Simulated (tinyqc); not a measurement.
X-ray reflectivity of a thin film on silicon: critical angles, Parratt recursion, fringes and roughness: one step, computed by the program tinyqc.

n = 1 - delta + i beta; the classical electron radius is r_e = 2.8179403e-6 nm. Layer 0 is vacuum, 1 the film, 2 the substrate.

Task: Reflectivity at one angle. k_j = (2 pi/lambda) sqrt(sin^2 theta - 2 delta_j + 2 i beta_j); r_ij = (k_i - k_j)/(k_i + k_j) x exp(-2 k_i k_j sigma^2) (Nevot-Croce); r = (r_01 + r_12 p)/(1 + r_01 r_12 p), p = exp(2 i k_1 d); R = |r|^2.

Inputs (values chosen for the exercise, modelled on a porous low-k film on silicon, copper K-alpha radiation): wavelength lambda = 0.15406 nm; film thickness d = 27.5 nm; roughness of the surface sigma_1 = 0.67 nm; roughness of the interface sigma_2 = 0.73 nm; grazing angle theta = 1.45 degrees.

Constants:
```
layer      rho_e (1/nm^3)         delta          beta  critical angle (degrees)  q_c (1/nm)
film             389.9336  4.150710e-06  4.565781e-08                 0.1650817   0.2350153
substrate        711.4015  7.572626e-06  1.741704e-07                 0.2229774   0.3174375
```

Give: k_0, k_1, k_2; 1000 r_01; 1000 r_12; p; reflectivity R; q = 4 pi sin(theta)/lambda.

Result:

k_0, k_1, k_2 (1/nm): [1.032, 1.025, 1.020]

1000 r_01 = 1.262-0.014i

1000 r_12 = 0.8931-0.0342i

p = 0.9837-0.1553i

reflectivity R = 4.593e-06

q = 4 pi sin(theta)/lambda = 2.064 1/nm
